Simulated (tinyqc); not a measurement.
Three-band tight binding of a dichalcogenide monolayer: sweeps and comparisons. A value that a table varies takes the place of the one given here.

Basis dz2, dxy, dx2-y2 on a triangular lattice, nearest neighbours; alpha = kx a/2, beta = sqrt3 ky a/2. h0 = e1 + 2 t0 (cos 2alpha + 2 cos alpha cos beta); h1 = -2 sqrt3 t2 sin alpha sin beta + 2i t1 (sin 2alpha + sin alpha cos beta); h2 = 2 t2 (cos 2alpha - cos alpha cos beta) + 2i sqrt3 t1 cos alpha sin beta; h11 = e2 + 2 t11 cos 2alpha + (t11 + 3 t22) cos alpha cos beta; h22 = e2 + 2 t22 cos 2alpha + (3 t11 + t22) cos alpha cos beta; h12 = sqrt3 (t22 - t11) sin alpha sin beta + 4i t12 sin alpha (cos alpha - cos beta) + i lam sz. H = [[h0, h1, h2], [., h11, h12], [., ., h22]], Hermitian; the lowest band of each spin is filled. K = (4 pi/3a, 0), M = (pi/a, pi/(sqrt3 a)).

Constants: hbar^2/2m0 = 3.80998211 eV angstrom^2.

Parameters, chosen for this exercise (near a published set for monolayer WS2; shifted at random, so the results belong to these values and not to a real crystal): a = 3.187 angstrom (lattice constant); e1 = 1.117 eV (level of dz2); e2 = 2.293 eV (level of dxy and dx2-y2); t0 = -0.21 eV (hopping); t1 = 0.553 eV (hopping); t2 = 0.524 eV (hopping); t11 = 0.281 eV (hopping); t12 = 0.391 eV (hopping); t22 = -0.061 eV (hopping); lam = 0.209 eV (spin-orbit constant).

## Three bands against the two-band Dirac model at K

Masses from central differences along kx with step 0.002 1/angstrom, c = hbar^2/2m0; Berry curvature of the valence band from a counter-clockwise plaquette of side 0.001 1/angstrom, Omega = -arg(product of overlaps)/area. Two-band model: coupling A = (3 a/(2 sqrt2))(t1 + sqrt3 t2) between valence and conduction states, mass c G/A^2 for both, Omega_v = 2 A^2/G^2. sz = 0 drops the spin-orbit term.

At K:
```
sz  G (eV)  m_c (m0)  m_v (m0)  two-band mass  Omega_v (angstrom^2)  two-band Omega
1   1.6067     0.296     0.392          0.251                18.584          18.886
0   1.8157     0.341     0.481          0.284                14.545          14.788
-1  2.0247     0.387     0.587          0.316                11.693          11.893
```

A = 4.9373 eV angstrom

What can be read from the table?

Without spin-orbit coupling the electron mass is 0.341 and the hole mass 0.481, against 0.284 for both in the two-band model: the third band and the curvature of the diagonal terms break the symmetry. The Berry curvature is -1.6 % from the two-band value. The smaller gap (sz = +1) has the larger curvature, by a factor 1.59.

## All hoppings scaled

The six hoppings are multiplied by f; e1, e2 and lam stay (real strain also moves e1 and e2, so this is no model of it). Closed forms: Ev(K) = e2 - (3/2)(t11 + t22) - 3 sqrt3 t12 + lam, Ec(K) = e1 - 3 t0, Ev(Gamma) = e1 + 6 t0.

Gaps (eV):
```
f     direct gap at K  Ev(K) - Ev(Gamma)  Ec(K) - top of valence band
0.85           1.1579             0.4486                       1.1579
0.90           1.3075             0.3935                       1.3075
0.94           1.4272             0.3494                       1.4272
0.97           1.5169             0.3164                       1.5169
1.00           1.6067             0.2833                       1.6067
1.03           1.6964             0.2503                       1.6964
1.06           1.7862             0.2172                       1.7862
1.10           1.9059             0.1731                       1.9059
```

How do the results move?

The direct gap changes by +29.9 meV for each per cent of f. The top of the valence band stays at K over the range.

## What each parameter does

Spin up: gap at K, Ev(K) - Ev(Gamma), and masses at K by central differences along kx with step 0.002 1/angstrom, c = hbar^2/2m0. Each row changes one parameter from the base and keeps the others.

Results:
```
case            gap at K (eV)  K - Gamma (eV)  m_c (m0)  m_v (m0)
base                   1.6067          0.2833     0.296     0.392
lam = 0.179 eV         1.6367          0.2533     0.302     0.404
t1 = 0.523 eV          1.6067          0.2833     0.314     0.418
e2 = 2.263 eV          1.6367          0.2533     0.303     0.403
t12 = 0.361 eV         1.4508          0.4392     0.264     0.323
t2 = 0.554 eV          1.6067          0.2833     0.277     0.352
t0 = -0.24 eV          1.6967          0.4633     0.323     0.427
```

How do the results move?

The largest shifts from the base row, up to three for each result and ties (the steps differ in size, so this ranks the rows, not the parameters). gap at K (eV): t12 -0.1559, t0 +0.0900, e2 +0.0300, lam +0.0300; unchanged at the printed digits by t1 and t2. K - Gamma (eV): t0 +0.1800, t12 +0.1559, e2 -0.0300, lam -0.0300; unchanged at the printed digits by t1 and t2. m_c (m0): t12 -0.032, t0 +0.027, t2 -0.019. m_v (m0): t12 -0.069, t2 -0.040, t0 +0.035. t1 and t2 couple dz2 to the other orbitals and vanish at K and Gamma, so only the masses feel them.

tinyqc: `OMP_NUM_THREADS=1 python tinyqc.py 1481127 1481128 out.jsonl`; about 0.01 s, one thread, shared Intel(R) Xeon(R) Processor @ 2.30GHz.
